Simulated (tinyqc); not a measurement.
## Semiconductor laser, carrier and photon rate equations: effect of the photon lifetime on threshold and bandwidth

Carrier density N and photon density S in one mode: dN/dt = F1 = eta I/(q V) - (A N + B N^2 + C N^3) - vg g S; dS/dt = F2 = G vg g S + G be B N^2 - S/tp, with g = g0 ln(N/Ntr)/(1 + ec S). Output power P = Fo Eph S V/(G tp). No heating, no carrier transport.

gth = 1/(G vg tp), Nth = Ntr exp(gth/g0), Ith = q V (A Nth + B Nth^2 + C Nth^3)/eta. N and S are the steady state (F1 = F2 = 0, S > 0). Jacobian, with a = g0/(N (1 + ec S)) and d = g/(1 + ec S): J11 = -(A + 2 B N + 3 C N^2) - vg a S, J12 = -vg d, J21 = G vg a S + 2 G be B N, J22 = G vg d - 1/tp. wR^2 = det J, gamma = -trace J, fR = wR/(2 pi); the response wR^2/(wR^2 - w^2 + i gamma w) falls to 1/sqrt(2) at w^2 = x + sqrt(x^2 + wR^4), x = wR^2 - gamma^2/2 (f3dB = w/(2 pi)).

Parameters, values chosen for the exercise: active volume V = 2.5e-12 cm^3; confinement factor G = 0.066; group velocity vg = 6.91e9 cm/s; gain coefficient g0 = 2800 1/cm; transparency density Ntr = 1.7e18 cm^-3; gain compression ec = 2.2e-17 cm^3; defect recombination coefficient A = 4.5e7 1/s; radiative coefficient B = 1.2e-10 cm^3/s; Auger coefficient C = 2.1e-30 cm^6/s; share of spontaneous emission into the mode be = 1.8e-5; injection efficiency eta = 0.74; share of cavity losses that is output Fo = 0.32; photon energy Eph = 1.46 eV; drive current I = 2.5 mA.

Constants: q = 1.602176634e-19 C. Results are converted to the units shown.

Effect of the photon lifetime on threshold and bandwidth:
```
tp (ps)	Ith (mA)	P (mW)	fR (GHz)	gamma (1/ns)	f3dB (GHz)
1.1	0.91122	0.54723	5.2143	6.3660	8.0477
1.6	0.59140	0.65828	6.3742	8.3916	9.8270
2.2	0.45790	0.70472	7.0339	10.361	10.823
3.1	0.37633	0.73311	7.5319	13.126	11.543
4.4	0.32697	0.75031	7.8774	17.003	11.983
6.2	0.29680	0.76082	8.0960	22.253	12.151
8.8	0.27684	0.76778	8.2230	29.641	12.025
```

As tp goes from 1.1 to 8.8 ps, Ith falls from 0.911 to 0.277 mA, fR rises from 5.21 to 8.22 GHz, gamma rises from 6.37 to 29.6 1/ns and f3dB goes from 8.05 through a maximum of 12.2 (at tp = 6.2 ps among the rows listed) to 12.0 GHz.

Program tinyqc, `OMP_NUM_THREADS=1 python tinyqc.py 2840102 2840103 out.jsonl`; Intel Xeon 2.30GHz, shared host, one thread, about 0.01 s.
